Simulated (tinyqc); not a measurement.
Delay unit and parasitic delay from two ring oscillators.

Question. A ring of 11 inverters oscillates at 1/(2 x 11 d), with stage delay d = tau (h + p) for fan-out h. Find tau, p and the delay at fan-out 4.

frequencies of 11-stage ring oscillators with fan-out 2 and 4 (GHz): [5.6574910, 3.5306147]

Answer. d is a straight line in h with slope tau and intercept tau p.

tau = 2.42 ps
p = 1.32
delay at fan-out 4 = 12.9 ps

Computed by the program tinyqc: `OMP_NUM_THREADS=1 python tinyqc.py 2082007 2082008 out.jsonl`, one thread of a shared Intel Xeon 2.30GHz, about 0.01 s for the whole run.
